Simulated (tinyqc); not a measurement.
## Haynes-Shockley experiment: what a collector records, against the distance from injector to collector

A sheet injected at x = 0, t = 0 gives at x = L the signal n(t) = N0 exp(-t/tau - (L - v t)^2/(4 D t))/sqrt(4 pi D t), D = mu Vt, v = mu F. Its peak lies at tp = [-D + sqrt(D^2 + u^2 L^2)]/u^2, u^2 = v^2 + 4 D/tau; dt is the full width at half height. Simple readings: mobility L/(F tp), diffusion coefficient (L dt/tp)^2/(16 ln 2 tp). Area v times the integral of n over N0: (v/u) exp(L (v - u)/(2 D)).

Values chosen for this exercise: temperature T = 250 K; minority-carrier mobility mu = 475 cm^2/(V s); sweep field along the drift F = 2.2 V/cm; lifetime tau = 0.00056 s.

Constants: q = 1.602176634e-19 C, kB = 1.380649e-23 J/K, Vt = kB T/q. Results are converted to the units shown.

Result of one run:

| L/v (us) | tp (us) | dt (us) | apparent mobility (cm^2/(V s)) | apparent D (cm^2/s) | area | exp(-L/(v tau)) |
|---|---|---|---|---|---|---|
| 220.1 | 204.5 | 140.3 | 511.3 | 10.98 | 0.6577 | 0.6750 |

Which distance from injector to collector L gave this result: 1400, 2300, 6100 or 10000 um?

L = 2300 um.

The whole series:

| L (um) | L/v (us) | tp (us) | dt (us) | apparent mobility (cm^2/(V s)) | apparent D (cm^2/s) | area | exp(-L/(v tau)) |
|---|---|---|---|---|---|---|---|
| 310 | 29.67 | 21.25 | 43.65 | 663.1 | 17.20 | 0.9190 | 0.9484 |
| 510 | 48.80 | 39.27 | 60.26 | 590.2 | 14.06 | 0.8886 | 0.9165 |
| 840 | 80.38 | 69.53 | 80.97 | 549.1 | 12.41 | 0.8406 | 0.8663 |
| 1400 | 134.0 | 121.2 | 107.6 | 525.0 | 11.48 | 0.7651 | 0.7872 |
| 2300 | 220.1 | 204.5 | 140.3 | 511.3 | 10.98 | 0.6577 | 0.6750 |
| 3700 | 354.1 | 334.1 | 179.7 | 503.4 | 10.69 | 0.5197 | 0.5314 |
| 6100 | 583.7 | 556.4 | 232.3 | 498.3 | 10.51 | 0.3472 | 0.3526 |
| 10000 | 956.9 | 917.7 | 298.5 | 495.3 | 10.40 | 0.1802 | 0.1811 |

True values: mu = 475 cm^2/(V s), D = 10.2 cm^2/s. The apparent mobility is 40 % above the true one in the first row and 4.3 % above it in the last, and the apparent D 68 % above and 1.6 % above D. The peak always comes before L/v, since spreading and decay both weigh down the later part of the signal; the shift is 28 % and 4.1 % in these rows.

Program tinyqc, `OMP_NUM_THREADS=1 python tinyqc.py 2310028 2310029 out.jsonl`; Intel Xeon 2.30GHz, shared host, one thread, about 0.01 s.
